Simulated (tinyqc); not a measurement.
One-electron ion in a basis of Gaussians, step by step. Computed by tinyqc, a small Python program that keeps every step. Settings: Z = 2, l = 1. Command: `OMP_NUM_THREADS=1 python tinyqc.py 21035 21036 out.jsonl` (the two numbers bound the seeds that draw the settings). One thread of a shared host (Intel(R) Xeon(R) Processor @ 2.60GHz), about 0.01 s of CPU time with the checks.

## Matrices over normalised Gaussians

exponents of r^l exp(-a r^2) (1/bohr^2): 0.019140  0.044970  0.105700  0.248400

Z = 2

l = 1

With p = a_i + a_j and I(k) = Gamma((k+1)/2) / (2 p^((k+1)/2)): S = I(2l+2), T = (2l+3) a_i a_j S / p, V = -Z I(2l+1), each divided by sqrt(S_ii S_jj).

S:
```
,1,2,3,4
1,1.000000,0.801386,0.440770,0.190752
2,0.801386,1.000000,0.801227,0.440686
3,0.440770,0.801227,1.000000,0.801297
4,0.190752,0.440686,0.801297,1.000000
```

T (hartree):
```
,1,2,3,4
1,0.047850,0.053796,0.035715,0.016949
2,0.053796,0.112425,0.126385,0.083899
3,0.035715,0.126385,0.264250,0.297074
4,0.016949,0.083899,0.297074,0.621000
```

V (hartree):
```
,1,2,3,4
1,-0.294361,-0.305280,-0.234305,-0.148442
2,-0.305280,-0.451201,-0.467910,-0.359112
3,-0.234305,-0.467910,-0.691745,-0.717381
4,-0.148442,-0.359112,-0.717381,-1.060436
```

## Generalised eigenproblem

H = T + V (hartree):
```
,1,2,3,4
1,-0.246511,-0.251484,-0.198591,-0.131493
2,-0.251484,-0.338776,-0.341525,-0.275213
3,-0.198591,-0.341525,-0.427495,-0.420308
4,-0.131493,-0.275213,-0.420308,-0.439436
```

Solve H C = S C e through S^(-1/2); each column has its largest component positive (the first on a tie).

eigenvalues of S: 0.031557  0.216965  0.976463  2.775014

eigenvalues (hartree): -0.478251  -0.214320  -0.103093  0.166315

coefficients:
```
,1,2,3,4
1,-0.057233,0.643132,-1.773242,1.077539
2,0.269765,0.516686,2.281515,-2.928618
3,0.252749,-0.208419,-0.552566,3.702019
4,0.630100,-0.443622,-0.414311,-1.988572
```

For Z = 2 and l = 1 the exact lowest level is -Z^2/(2 n^2) with n = l + 1: -0.500000 hartree.
